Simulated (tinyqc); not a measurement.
# From apparent density back to density n1

Model: Hall effect and magnetoresistance of several carrier groups with constant relaxation times. Computed by tinyqc, a small Python program. Command: `OMP_NUM_THREADS=1 python tinyqc.py 3021016 3021017 out.jsonl hall2 inv`. One thread of a shared host (Intel(R) Xeon(R) Processor @ 2.30GHz), about 0.01 s of CPU time with the checks.

Group 1 has charge +e and group 2 charge +e; s_i is that sign. B lies along z; mu B is formed with mu in m^2/(V s).

Inputs (values chosen for the exercise, for a model conductor): mobility mu1 = 6400 cm^2/(V s); density n2 = 1e+16 1/cm^3; mobility mu2 = 3600 cm^2/(V s); magnetic field B = 0.13 T.

Carriers: light and heavy holes. Densities: per volume.

Constants: e = 1.602176634e-19 C.

Method. sigma_xx = sum n_i e mu_i/(1 + mu_i^2 B^2); sigma_xy = sum s_i n_i e mu_i^2 B/(1 + mu_i^2 B^2). rho_xx = sigma_xx/(sigma_xx^2 + sigma_xy^2); Hall coefficient R_H = sigma_xy/(B (sigma_xx^2 + sigma_xy^2)), with B in V s/cm^2 (1 T = 1e-4 V s/cm^2); magnetoresistance MR = rho_xx(B)/rho_xx(0) - 1. Apparent density 1/(e |R_H|); Hall mobility |R_H|/rho_xx.

Question. A run gave the result below. Find the density n1, known to lie between 7.6e+14 and 2.1e+15 1/cm^3.

apparent density = 1.073731e+16 1/cm^3

Answer.

Each step takes the trial c = (a f_b - b f_a)/(f_b - f_a), f being the result less the target and a, b, c the logarithms of the listed values; c replaces end b, the old b replaces a if the sign of f changed, and otherwise f_a is halved.

Scan of the range:
```
density n1 (1/cm^3)  apparent density (1/cm^3)
7.60e+14                           1.03915e+16
9.00e+14                           1.04786e+16
1.07e+15                           1.05890e+16
1.26e+15                           1.07179e+16
1.50e+15                           1.08877e+16
1.77e+15                           1.10869e+16
2.10e+15                           1.13402e+16
```

False position (Illinois rule, in the logarithm of the input) inside the bracket:
```
step        end a        end b        trial  apparent density (1/cm^3)
1     1.26000e+15  1.50000e+15  1.28538e+15                1.07355e+16
2     1.50000e+15  1.28538e+15  1.28776e+15                1.07371e+16
3     1.50000e+15  1.28776e+15  1.28819e+15                1.07374e+16
4     1.28776e+15  1.28819e+15  1.28800e+15                1.07373e+16
5     1.28819e+15  1.28800e+15  1.28800e+15                1.07373e+16
```

Apparent density rises at every point of a 13-point scan of the range (every second point is shown), so one value fits; it is bracketed by 1.26e15 and 1.50e15. Answer: density n1 = 1.288e15 1/cm^3.
